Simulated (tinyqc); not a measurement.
# Junction parameters from two forward currents

Problem. D(v) = J1 (exp(v/Vt) - 1) + J2 (exp(v/(2 Vt)) - 1). Find J1, J2 and the voltage 2 Vt ln(J2/J1) near which both parts are equal.

Values chosen for this exercise: temperature T = 300 K.

Constants: q = 1.602176634e-19 C, kB = 1.380649e-23 J/K, Vt = kB T/q. Results are converted to the units shown.

junction voltages (V): [0.34, 0.66]
currents (uA/um): [1.1645611e-5, 0.048409395]

Answer. The current is linear in J1 and J2, so two points give two equations.

J1 = 3.500e-13 uA/um
J2 = 1.600e-8 uA/um
crossover = 0.5548 V

tinyqc, about 0.2 s, one thread, Intel Xeon 2.30GHz (shared host): `OMP_NUM_THREADS=1 python tinyqc.py 2182130 2182131 out.jsonl`
